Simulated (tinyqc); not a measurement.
Decay across the direct gap: complex band structure along [001] in sp3s* tight binding.

For k = (0, 0, kz) the phase sums are g0 = cos(phi) and g3 = i sin(phi), phi = kz a/4, and the s, pz, s* orbitals of anion (a) and cation (c) decouple from px, py. With z = exp(i phi), H(z) = H0 + z T + T^T/z for any complex z. H0 is diagonal (Esa, Epa, Exa, Esc, Epc, Exc). The anion-cation block is B(z) = z U + W/z and the cation-anion block z W^T + U^T/z, where U has Vss/2 (s,s), Vsapc/2 (s,z), -Vscpa/2 (z,s), Vxx/2 (z,z), Vxapc/2 (s*,z), -Vpaxc/2 (z,s*), and W has the same values with the s-z and s*-z signs reversed. |z| = 1 is a band state, |z| < 1 decays along [001] as exp(-kappa d) over a distance d, kappa = -(4/a) ln|z|. No spin-orbit coupling.

Constants: hbar^2/2m0 = 3.80998211 eV angstrom^2.

Inputs chosen for the exercise (out of a larger set: near a published set for InAs, fitted to gaps, whose masses and valley positions are rough (light masses up to twice too heavy); not measured data): p = (-9.516, 0.907, -2.731, 3.676, 7.436, 6.696, -5.664, 1.859, 4.435, 3.02, 5.398, 3.356, 3.932) eV (order Esa, Epa, Esc, Epc, Exa, Exc, Vss, Vxx, Vxy, Vsapc, Vscpa, Vxapc, Vpaxc); a = 6.052 angstrom (lattice constant).

Ev = -0.02641 eV
EG (direct gap) = 0.50518 eV

masses of this model, from the curvature at Gamma (m0): m_lh 0.03458, m_e 0.03760

kappa of the imaginary branch at Gamma against three formulas: parabolic from the valence edge, sqrt(m_lh E/c); parabolic from the conduction edge, sqrt(m_e (EG - E)/c); two-band (Franz), sqrt(m E (1 - E/EG)/c) with m = 2 m_lh m_e/(m_lh + m_e). E from Ev; c = hbar^2/2m0.

kappa (1/angstrom):

| E/EG | E (eV) | tight binding | parabolic, valence | parabolic, conduction | two-band |
|---|---|---|---|---|---|
| 0.05 | 0.0253 | 0.0148 | 0.0151 | 0.0688 | 0.0151 |
| 0.15 | 0.0758 | 0.0243 | 0.0262 | 0.0651 | 0.0247 |
| 0.25 | 0.1263 | 0.0296 | 0.0339 | 0.0611 | 0.0299 |
| 0.50 | 0.2526 | 0.0345 | 0.0479 | 0.0499 | 0.0346 |
| 0.65 | 0.3284 | 0.0331 | 0.0546 | 0.0418 | 0.0330 |
| 0.75 | 0.3789 | 0.0302 | 0.0586 | 0.0353 | 0.0299 |
| 0.85 | 0.4294 | 0.0250 | 0.0624 | 0.0273 | 0.0247 |
| 0.95 | 0.4799 | 0.0153 | 0.0660 | 0.0158 | 0.0151 |

Give the missing row, E/EG = 0.35, E (eV) = 0.1768.

Computed row:
```
E/EG  E (eV)  tight binding  parabolic, valence  parabolic, conduction  two-band
0.35  0.1768         0.0327              0.0401                 0.0569    0.0330
```

The branch joins the light-hole and conduction bands and peaks, among these rows, at E/EG = 0.50 with kappa = 0.0345 1/angstrom. At mid-gap the parabola from the conduction edge is +45 % off and the two-band form +0.1 %; over 5 nm the parabola would misstate exp(-2 kappa d) by a factor 4.67.

Program tinyqc; command `OMP_NUM_THREADS=1 python tinyqc.py 1481097 1481098 out.jsonl`; about 0.01 s on one thread of a shared Intel(R) Xeon(R) Processor @ 2.30GHz.
